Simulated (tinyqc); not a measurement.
Inside a calculation: thin (001) film in sp3s* tight binding with raised dangling bonds. Values are carried at full precision from step to step, so a last printed digit may differ when a step is redone from the rounded ones.

sp3s* tight binding, nearest neighbours only: anion (a) at 0, cation (c) at a/4 (1,1,1), orbitals s, px, py, pz, s* on each; k in units of 2 pi/a. With phases e_j = exp(i (pi/2) k.n_j) for n = (1,1,1), (1,-1,-1), (-1,1,-1), (-1,-1,1): g0 = (e1+e2+e3+e4)/4, g1 = (e1+e2-e3-e4)/4, g2 = (e1-e2+e3-e4)/4, g3 = (e1-e2-e3+e4)/4. The diagonal holds the levels Esa, Epa, Exa (s*) and Esc, Epc, Exc. Anion-cation block: <sa|sc> = Vss g0; <sa|xc> = Vsapc g1; <xa|sc> = -Vscpa g1; <xa|xc> = Vxx g0; <xa|yc> = <ya|xc> = Vxy g3, <xa|zc> = <za|xc> = Vxy g2, <ya|zc> = <za|yc> = Vxy g1; <s*a|xc> = Vxapc g1; <xa|s*c> = -Vpaxc g1; y and z take g2 and g3 in place of g1; s-s* and s*-s* vanish.

Values chosen for the exercise (out of a larger set: near a published set for SiC, fitted to gaps, whose masses and valley positions are rough; not measured data):
- p = (-8.479, 2.124, -4.831, 4.341, 9.643, 9.319, -12.389, 3.048, 5.927, 9.482, 9.181, 8.74, 4.401) eV (order Esa, Epa, Esc, Epc, Exa, Exc, Vss, Vxx, Vxy, Vsapc, Vscpa, Vxapc, Vpaxc)
- N = 5 (atomic planes in the small film)
- dl = 10 eV (shift of the dangling hybrids)

## Bulk edges along [001]

Gap at Gamma and minimum on (0,0,kz), kz from 0.5 to 1, from the bulk Ev. States at zero in-plane momentum come from this line alone.

edges (eV): Gamma 5.8784, Delta 2.3043

kz of the minimum = 1.0000 2 pi/a

## The two blocks of the small film

Planes alternate anion (a), cation (c) along [001], a/4 apart, starting with an anion; zero in-plane momentum; levels counted from the bulk Ev, the lower root of [[Epa, Vxx], [Vxx, Epc]]; no spin-orbit coupling. Block of s, pz, s*: from an anion to the cation above, Vss/2 (s,s), Vsapc/2 (s,z), -Vscpa/2 (z,s), Vxx/2 (z,z), Vxapc/2 (s*,z), -Vpaxc/2 (z,s*); to the cation below the same with the s-z and s*-z signs reversed. Block of u = (px + py)/sqrt2 and v = (px - py)/sqrt2: to the cation above (Vxx + Vxy)/2 for u and (Vxx - Vxy)/2 for v, to the cation below the reverse. Each surface atom has two dangling sp3 hybrids; raising both by dl adds (dl/2) [[1, t], [t, 1]] to its s, pz levels (t = -1 at the bottom face, +1 at the top) and dl to the one of u, v in whose plane the missing bonds lie (v for a bottom anion or a top cation, u for a top anion).

Fill them in.

s, pz, s* block (eV):
```
        sa1     za1    *a1     sc2     zc2     *c2     sa3     za3     *a3     sc4     zc4     *c4
sa1  -3.468  -5.000      0  -6.194   4.741       0       0       0       0       0       0       0
za1  -5.000   7.135      0  -4.590   1.524  -2.200       0       0       0       0       0       0
*a1       0       0  9.654       0   4.370       0       0       0       0       0       0       0
sc2  -6.194  -4.590      0  -4.820       0       0  -6.194   4.590       0       0       0       0
zc2   4.741   1.524  4.370       0   4.352       0  -4.741   1.524  -4.370       0       0       0
*c2       0  -2.200      0       0       0   9.330       0   2.200       0       0       0       0
sa3       0       0      0  -6.194  -4.741       0  -8.468       0       0  -6.194   4.741       0
za3       0       0      0   4.590   1.524   2.200       0   2.135       0  -4.590   1.524  -2.200
*a3       0       0      0       0  -4.370       0       0       0   9.654       0   4.370       0
sc4       0       0      0       0       0       0  -6.194  -4.590       0  -4.820       0       0
zc4       0       0      0       0       0       0   4.741   1.524   4.370       0   4.352       0
*c4       0       0      0       0       0       0       0  -2.200       0       0       0   9.330
sa5       0       0      0       0       0       0       0       0       0  -6.194  -4.741       0
za5       0       0      0       0       0       0       0       0       0   4.590   1.524   2.200
*a5       0       0      0       0       0       0       0       0       0       0  -4.370       0

        sa5    za5     *a5
sa1       0      0       0
za1       0      0       0
*a1       0      0       0
sc2       0      0       0
zc2       0      0       0
*c2       0      0       0
sa3       0      0       0
za3       0      0       0
*a3       0      0       0
sc4  -6.194  4.590       0
zc4  -4.741  1.524  -4.370
*c4       0  2.200       0
sa5  -3.468  5.000       0
za5   5.000  7.135       0
*a5       0      0   9.654
```

u, v block (eV):
```
       ua1     va1     uc2     vc2     ua3     va3     uc4     vc4     ua5    va5
ua1  2.135       0   4.487       0       0       0       0       0       0      0
va1      0  12.135       0  -1.440       0       0       0       0       0      0
uc2  4.487       0   4.352       0  -1.440       0       0       0       0      0
vc2      0  -1.440       0   4.352       0   4.487       0       0       0      0
ua3      0       0  -1.440       0   2.135       0   4.487       0       0      0
va3      0       0       0   4.487       0   2.135       0  -1.440       0      0
uc4      0       0       0       0   4.487       0   4.352       0  -1.440      0
vc4      0       0       0       0       0  -1.440       0   4.352       0  4.487
ua5      0       0       0       0       0       0  -1.440       0  12.135      0
va5      0       0       0       0       0       0       0   4.487       0  2.135
```

## Levels of the small film

Diagonalise both blocks.

levels of the s, pz, s* block (eV): -18.090  -14.516  -11.390  -4.673  2.807  4.461  5.103  5.858  7.533  7.867  9.654  11.582  12.497  12.822  16.168

levels of the u, v block (eV): -2.162  -2.162  -0.772  -0.772  7.067  7.067  8.501  8.501  12.474  12.474

No level lies between 0 and the bulk edge 2.304 eV; confinement has widened the gap at zero in-plane momentum to 3.579 eV.

## Checks

- Lowest conduction level of 201 planes, with the dangling hybrids shifted far away, against the bulk edge: 2.305 against 2.304.

tinyqc: `OMP_NUM_THREADS=1 python tinyqc.py 1481158 1481159 out.jsonl`; about 0.4 s, one thread, shared Intel(R) Xeon(R) Processor @ 2.30GHz.
